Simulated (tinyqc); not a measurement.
Complex band structure along [001] in sp3s* tight binding: one step. The px, py block. Two cases, with inputs chosen for the exercise.

Question. For px and py the determinant gives (E - Epa)(E - Epc) = Vxx^2 cos^2(phi) + Vxy^2 sin^2(phi). With phi = i kappa a/4 this is sinh^2(kappa a/4) = ((E - Epa)(E - Epc) - Vxx^2)/(Vxx^2 - Vxy^2), E = Ev + dE. Parameters in the order Esa, Epa, Esc, Epc, Exa, Exc, Vss, Vxx, Vxy, Vsapc, Vscpa, Vxapc, Vpaxc.

For k = (0, 0, kz) the phase sums are g0 = cos(phi) and g3 = i sin(phi), phi = kz a/4, and the s, pz, s* orbitals of anion (a) and cation (c) decouple from px, py. With z = exp(i phi), H(z) = H0 + z T + T^T/z for any complex z. H0 is diagonal (Esa, Epa, Exa, Esc, Epc, Exc). The anion-cation block is B(z) = z U + W/z and the cation-anion block z W^T + U^T/z, where U has Vss/2 (s,s), Vsapc/2 (s,z), -Vscpa/2 (z,s), Vxx/2 (z,z), Vxapc/2 (s*,z), -Vpaxc/2 (z,s*), and W has the same values with the s-z and s*-z signs reversed. |z| = 1 is a band state, |z| < 1 decays along [001] as exp(-kappa d) over a distance d, kappa = -(4/a) ln|z|. No spin-orbit coupling.

Case 1.

Values chosen (out of a larger set: near a published set for InAs, fitted to gaps, whose masses and valley positions are rough (light masses up to twice too heavy); not measured data):
- p = (-9.573, 0.908, -2.703, 3.711, 7.451, 6.785, -5.643, 1.833, 4.469, 3.05, 5.471, 3.364, 3.896) eV (order Esa, Epa, Esc, Epc, Exa, Exc, Vss, Vxx, Vxy, Vsapc, Vscpa, Vxapc, Vpaxc)
- dE = 0.18 eV (E - Ev)
- a = 6.061 angstrom (lattice constant)

Ev = 0.002101 eV

Case 2.

Values chosen (out of a larger set: near a published set for InAs, fitted to gaps, whose masses and valley positions are rough (light masses up to twice too heavy); not measured data):
- p = (-9.526, 0.913, -2.749, 3.731, 7.334, 6.701, -5.653, 1.858, 4.429, 3.031, 5.381, 3.359, 3.91) eV (order Esa, Epa, Esc, Epc, Exa, Exc, Vss, Vxx, Vxy, Vsapc, Vscpa, Vxapc, Vpaxc)
- dE = 0.07 eV (E - Ev)
- a = 6.061 angstrom (lattice constant)

Ev = -0.009833 eV

Give: sinh^2(kappa a/4); kappa of the heavy-hole branch.

Answer.

Case 1.

sinh^2(kappa a/4) = 0.04805
kappa of the heavy-hole branch = 0.1435 1/angstrom

This branch decays faster than the slowest root of the s-pz block (0.0304), by a factor 4.73 in kappa.

Case 2.

sinh^2(kappa a/4) = 0.01989
kappa of the heavy-hole branch = 0.0928 1/angstrom

This branch decays faster than the slowest root of the s-pz block (0.0224), by a factor 4.15 in kappa.

Computed by tinyqc, one run a case: `OMP_NUM_THREADS=1 python tinyqc.py N N+1 out.jsonl` with N = 1451831, 1451849; one thread of a shared Intel(R) Xeon(R) Processor @ 2.30GHz, about 0.02 s a run at most.
